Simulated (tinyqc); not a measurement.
Deal-Grove kinetics of thermal oxidation of silicon: one step, computed by the program tinyqc. Command: `OMP_NUM_THREADS=1 python tinyqc.py 3025955 3025956 out.jsonl oxide walk`. One thread of a shared host (Intel(R) Xeon(R) Processor @ 2.30GHz), about 0.02 s of CPU time with the checks.

Oxidant diffuses through the oxide and reacts at the interface, so that dx/dt = B/(A + 2x) for the oxide thickness x.

Problem. Thickness after the oxidation. tau = (x_i^2 + A x_i)/B and x = (A/2) [sqrt(1 + 4 B (t + tau)/A^2) - 1], the root of x^2 + A x = B (t + tau). Silicon consumed is 0.44 times the oxide grown; the rate is B/(A + 2x).

Inputs (values chosen for the exercise, close to those used for silicon): temperature T = 1125 C; initial oxide x_i = 0.025 um; time t = 0.54 h.

Ambient: dry oxygen. Surface: (111).

length A = 0.07511702 um

parabolic constant B = 0.03322464 um^2/h

Give: tau; oxide thickness x; silicon consumed; final growth rate.

Solution.

tau = 0.07533 h

oxide thickness x = 0.1103 um

silicon consumed = 0.03752 um

final growth rate = 0.1124 um/h

2x/A = 2.94: reaction and diffusion both resist, diffusion with a share 2x/(A + 2x) = 0.75.
